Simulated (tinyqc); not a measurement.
What moves the response: phonon-assisted absorption at an indirect gap.

alpha(E) = sum_j A_j [N_j (E - Eg + w_j)^2 + (N_j + 1)(E - Eg - w_j)^2], each bracket counted only where its base is positive; N_j = 1/(exp(w_j/kB T) - 1). The first term absorbs a phonon and the second emits one; excitons and direct transitions are left out.

Photodiode (Gaertner form with a dead layer): QE = (1 - R) exp(-alpha xj) [1 - exp(-alpha W)/(1 + alpha L)], R = ((nr - 1)/(nr + 1))^2; responsivity = QE/E in A/W for E in eV.

Constants: kB = 8.617333262e-05 eV/K.

Values chosen for the exercise (loosely those of Si at room temperature; Eg is not tied to T; not measured data): Eg = 1.142 eV (indirect gap, held fixed unless listed); w = (57.2, 18.6) meV (two zone-edge phonons); A = (2500, 390) 1/(cm eV^2) (their strengths); T = 500 K; E = 1.372 eV (photon energy); nr = 3.66 (refractive index); xj = 0.4 micrometre (dead layer at the surface); W = 1.5 micrometre (depleted width); L = 160 micrometre (minority diffusion length below it).

At the energy E.

Results for these values:
```
case  alpha (1/cm)      QE
base         270.3  0.5467
```

What happens to each result for T = 550 K, all else kept?

Answer: alpha rises from 270.3 to 298.4; QE rises from 0.5467 to 0.5558.

The same for each parameter in turn:
```
case                 alpha (1/cm)      QE
base                        270.3  0.5467
Eg = 1.122 eV               323.3  0.5628
T = 550 K                   298.4  0.5558
W = 3 micrometre            270.3  0.5514
L = 80 micrometre           270.3  0.4644
xj = 0.8 micrometre         270.3  0.5408
nr = 3.84                   270.3  0.5317
```

(tinyqc, `OMP_NUM_THREADS=1 python tinyqc.py 1680074 1680075 out.jsonl`, Intel(R) Xeon(R) Processor @ 2.30GHz, 1 thread, shared host, about 0.01 s.)
